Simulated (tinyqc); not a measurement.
# Graded p-n junction, non-linear Poisson equation by Newton steps, step by step

Program tinyqc, `OMP_NUM_THREADS=1 python tinyqc.py 2000103 2000104 out.jsonl`; Intel Xeon 2.30GHz, shared host, one thread, about 0.1 s. Printed values are rounded.

One dimension, p side on the left, n side on the right; net doping C = (Nd - Na)/2 + ((Nd + Na)/2) tanh(x/Lg). The potential psi is counted from the intrinsic level, and the quasi-Fermi potentials are flat: 0 for holes and -V for electrons, so n = ni exp((psi + V)/Vt) and p = ni exp(-psi/Vt) (Boltzmann statistics, full ionisation, no current). Under reverse bias this makes the minority densities vanishingly small everywhere; they play no part in the charge.

Parameters, values chosen for the exercise; band and dielectric values close to those of cadmium telluride:

| symbol | value | unit | meaning |
|---|---|---|---|
| T | 300 | K | temperature |
| Eg | 1.49 | eV | band gap |
| eps_r | 10.2 |  | relative permittivity |
| Nc | 7.92e17 | cm^-3 | conduction-band density of states at T |
| Nv | 1.83e19 | cm^-3 | valence-band density of states at T |
| Na | 3.1e16 | cm^-3 | acceptor density of the p side |
| Nd | 1.1e17 | cm^-3 | donor density of the n side |
| V | -6.3 | V | bias of the p side against the n side |
| Lg | 460 | nm | grading length |

Constants: q = 1.602176634e-19 C, kB = 1.380649e-23 J/K, Vt = kB T/q, eps0 = 8.8541878128e-14 F/cm where lengths are in cm. Results are converted to the units shown.

## Intrinsic density, end potentials and Debye lengths

ni = sqrt(Nc Nv) exp(-Eg/(2 Vt)), Eg in volts; psi_p = -Vt ln(Na/ni), psi_n = Vt ln(Nd/ni) - V; Debye length sqrt(eps0 eps_r Vt/(q N)).

ni = 1.16182e6 cm^-3
psi_p = -0.620636 V
psi_n = 6.95338 V
Debye length, p side = 21.6813 nm
Debye length, n side = 11.5099 nm

## Net doping on the mesh

x, node 0 to 11 (nm): [-3790, -2320, -1310, -628, -160, 160, 523, 935, 1400, 1930, 2530, 3220]

C = (Nd - Na)/2 + ((Nd + Na)/2) tanh(x/Lg), taken at the nodes.

net doping C, node 0 to 11 (cm^-3): [-3.10000e16, -3.09941e16, -3.05278e16, -2.23706e16, 1.59215e16, 6.30785e16, 9.68438e16, 1.07621e17, 1.09680e17, 1.09968e17, 1.09998e17, 1.10000e17]

## Couplings between neighbouring nodes

a_i = eps0 eps_r/h_i for the interval from node i to i + 1, with h_i = x_(i+1) - x_i in cm.

coupling a_i, interval 0 to 10 (F/cm^2): [6.14372e-9, 8.94185e-9, 1.32423e-8, 1.92976e-8, 2.82227e-8, 2.48795e-8, 2.19206e-8, 1.94221e-8, 1.70401e-8, 1.50521e-8, 1.30888e-8]

## Starting potential

The parabolas of an abrupt Na-Nd junction in the depletion approximation: psi_p + q Na (x + xp)^2/(2 eps0 eps_r) for -xp < x < 0, psi_n - q Nd (xn - x)^2/(2 eps0 eps_r) for 0 < x < xn, flat outside, with W = sqrt(2 eps0 eps_r (psi_n - psi_p)(1/Na + 1/Nd)/q), xp = W Nd/(Na + Nd), xn = W Na/(Na + Nd), psi_p = -Vt ln(Na/ni), psi_n = Vt ln(Nd/ni) - V.

psi at the start, node 0 to 11 (V): [-0.62064, -0.62064, -0.62064, -0.62064, 1.91317, 6.95338, 6.95338, 6.95338, 6.95338, 6.95338, 6.95338, 6.95338]

## Iteration 1: densities, residual and Jacobian diagonal

n_i = ni exp((psi_i + V)/Vt), p_i = ni exp(-psi_i/Vt), rho_i = p_i - n_i + C_i, g_i = (n_i + p_i)/Vt. Box widths w_i = (h_(i-1) + h_i)/2 in cm. Residual F_i = a_i (psi_(i+1) - psi_i) - a_(i-1) (psi_i - psi_(i-1)) + q rho_i w_i; Jacobian: a_(i-1) and a_i beside the diagonal, b_i = -a_(i-1) - a_i - q g_i w_i on it. The two end nodes are fixed.

```
node     n (cm^-3)     p (cm^-3)
0     6.36172e-111        3.1e16
1     6.36172e-111        3.1e16
2     6.36172e-111        3.1e16
3     6.36172e-111        3.1e16
4      2.34259e-68   8.41861e-27
5           1.1e17  1.79285e-111
6           1.1e17  1.79285e-111
7           1.1e17  1.79285e-111
8           1.1e17  1.79285e-111
9           1.1e17  1.79285e-111
10          1.1e17  1.79285e-111
11          1.1e17  1.79285e-111
```

```
node  residual F (C/cm^2)  diagonal b (F/cm^2)
1             1.16580e-10          -2.38383e-5
2              6.40107e-9          -1.62757e-5
3              1.28395e-7          -1.10796e-5
4              1.93858e-7          -4.75203e-8
5             -3.98976e-7          -2.33340e-5
6             -8.16796e-8          -2.64636e-5
7             -1.67112e-8          -2.99350e-5
8             -2.54803e-9          -3.39523e-5
9            -2.89456e-10          -3.85495e-5
10           -2.43356e-11          -4.39994e-5
```

## Iteration 1: Newton step

Solve the tridiagonal system a_(i-1) d_(i-1) + b_i d_i + a_i d_(i+1) = -F_i for nodes 1 to 10, with d = 0 on fixed nodes. Half of the step is added while the largest |d| exceeds 1.5 Vt, the full step after that.

Newton step d, before damping, node 1 to 10 (V): [0.00001, 0.00041, 0.01869, 4.07984, -0.01217, -0.00310, -0.00056, -0.00008, -0.00001, 0.00000]
psi after iteration 1, node 0 to 11 (V): [-0.62064, -0.62063, -0.62043, -0.61129, 3.95309, 6.94729, 6.95183, 6.95310, 6.95334, 6.95337, 6.95338, 6.95338]

## Course of the Newton iteration

Stop when the largest undamped |d| is below 1e-9 V, or after 80 iterations.

Course of the iteration:
```
iteration  largest |F| (C/cm^2)  largest |d| (V)  at node
1                       3.99e-7             4.08        4
2                       2.15e-7             2.04        4
3                       1.14e-7             1.02        4
4                       5.89e-8            0.511        4
5                       3.01e-8            0.256        4
6                       1.53e-8            0.128        4
7                       7.68e-9           0.0641        4
8                       3.85e-9           0.0321        4
9                      4.57e-11          1.47e-5        3
10                     1.29e-14          4.16e-9        3
11                      < 1e-19          < 1e-12        3
```

Converged in 11 iterations. Once the step is below 0.1 Vt, 2 more iteration(s) reach the threshold: near the solution the error is roughly squared each time.

## Converged densities, field and charge

converged psi, node 0 to 11 (V): [-0.62064, -0.62063, -0.62021, -0.58757, 5.99632, 6.93696, 6.95007, 6.95281, 6.95330, 6.95337, 6.95338, 6.95338]

n and p as above; field E_i = -(psi_(i+1) - psi_i)/h_i on each interval; charge on either side of the peak Q = eps0 eps_r |E|max (Gauss).

```
node     n (cm^-3)     p (cm^-3)
0     6.36172e-111        3.1e16
1     6.36296e-111    3.09939e16
2     6.46683e-111    3.04961e16
3     2.28621e-110    8.62619e15
4          9.19615   2.14452e-95
5       5.82861e16  3.38354e-111
6       9.68009e16  2.03731e-111
7       1.07614e17  1.83260e-111
8       1.09679e17  1.79809e-111
9       1.09968e17  1.79337e-111
10      1.09998e17  1.79289e-111
11          1.1e17  1.79285e-111
```

field E, interval 0 to 10 (kV/cm): [0.000, -0.004, -0.479, -140.681, -29.395, -0.361, -0.066, -0.011, -0.001, 0.000, 0.000]
peak |E| = 140.681 kV/cm
charge Q = 127.053 nC/cm^2

A mesh of more than 1000 nodes gives a peak field of 139.7 kV/cm; the 12-node value is 0.67 % above it.
